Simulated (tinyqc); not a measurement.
Elastic strain and critical thickness of a cubic alloy layer A(1-x)B(x) on a thick substrate: one step, computed by the program tinyqc.

Strain is positive in tension. The layer is coherent with the substrate unless said otherwise.

Question. Wafer curvature of the coherent layer. Stoney: curvature = 6 |stress| h/(M_S t_S^2); radius = 1/curvature; bow = curvature W^2/8.

Inputs (values chosen for the exercise, modelled on GaAs(1-x)P(x) on GaAs):
```
quantity                              value        unit
layer thickness h                       9.3          nm
biaxial modulus of the substrate M_S    126         GPa
substrate thickness t_S                 525  micrometre
wafer diameter W                        300          mm
```

in-plane stress = 2.489329 GPa

Give: curvature; radius of curvature; bow.

Answer.

curvature = 0.004000 1/m

radius of curvature = 250.0 m

bow = 45.00 micrometre

Caution: M_S is near the value for a (001) wafer; a (111) wafer is stiffer and bends less. Caution: the curvature assumes a coherent layer, but h exceeds h_c.
